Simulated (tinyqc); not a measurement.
From results back to parameters: WKB tunnelling through a gate dielectric with a two-band (Franz) dispersion. Three cases, with inputs chosen for the exercise.

Problem. In the Fowler-Nordheim regime with a parabolic band J/F^2 is proportional to exp(-B/F), B = (4/3) sqrt(m/c) phi^(3/2), c = hbar^2/2m0, 1 V/angstrom = 100 MV/cm. The ratio below was computed from a hidden barrier.

Constants: hbar^2/2m0 = 3.80998211 eV angstrom^2.

Find: B; phi.

Method. B is the logarithm divided by 1/F1 - 1/F2; then phi = (3 B/(4 sqrt(m/c)))^(2/3). The slope fixes only m phi^3, so the mass must be known.

Case 1.

Values chosen (out of a larger set: of the size used for SiO2 on silicon; not measured data):
- m = 0.52 m0 (mass at the conduction edge)
- F1 = 7.4 MV/cm (first field)
- F2 = 11.5 MV/cm (second field)

ln[(J2/F2^2)/(J1/F1^2)] = 12.95316

Solution.

B = 268.86 MV/cm
phi = 3.100 eV

Case 2.

Values chosen (out of a larger set: of the size used for SiO2 on silicon; not measured data):
- m = 0.57 m0 (mass at the conduction edge)
- F1 = 8 MV/cm (first field)
- F2 = 10.3 MV/cm (second field)

ln[(J2/F2^2)/(J1/F1^2)] = 8.74745

Solution.

B = 313.39 MV/cm
phi = 3.330 eV

Case 3.

Values chosen (out of a larger set: of the size used for Si3N4 on silicon; not measured data):
- m = 0.39 m0 (mass at the conduction edge)
- F1 = 6.8 MV/cm (first field)
- F2 = 10.8 MV/cm (second field)

ln[(J2/F2^2)/(J1/F1^2)] = 7.12132

Solution.

B = 130.75 MV/cm
phi = 2.110 eV

Computed by tinyqc, one run a case: `OMP_NUM_THREADS=1 python tinyqc.py N N+1 out.jsonl` with N = 1481507, 1481581, 1481590; one thread of a shared Intel(R) Xeon(R) Processor @ 2.30GHz, about 0.01 s a run at most.
